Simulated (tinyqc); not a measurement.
Chemically amplified photoresist: aerial image, acid generation, bake, development and line width: one step, computed by the program tinyqc.

Lines and spaces of pitch p with a two-beam-like image; x = 0 is the middle of the bright space. The resist is positive and treated as uniform in depth.

Question. Acid image and its blur. Dose E(x) = E [1 + c cos(2 pi x/p)]; acid h = 1 - exp(-C E(x)). Bake: the acid image is blurred by a Gaussian of variance sigma^2 = 2 D t (each Fourier term k of h, taken on 64 points, is multiplied by exp(-4 pi^2 k^2 D t/p^2)). Cosine coefficients: h(x) = sum_k h_k cos(2 pi k x/p).

Inputs (values chosen for the exercise, for a model resist at 248 nm):
```
quantity            value     unit
pitch p               280       nm
image contrast c     0.78        -
mean dose E            18  mJ/cm^2
Dill parameter C    0.042  cm^2/mJ
acid diffusivity D    5.9   nm^2/s
bake time t            45        s
```

Give: diffusion length sigma = sqrt(2 D t); h_0 to h_4 before the bake; h_0 to h_4 after the blur; blur factor of the first harmonic.

Answer.

diffusion length sigma = sqrt(2 D t) = 23.04 nm

h_0 to h_4 before the bake: 0.4887  0.2891  -0.0420  0.0041  -0.0003

h_0 to h_4 after the blur: 0.4887  0.2529  -0.0246  0.0012  0.0000

blur factor of the first harmonic = 0.8749

sigma/p = 0.082; the blur keeps 87 % of the modulation.
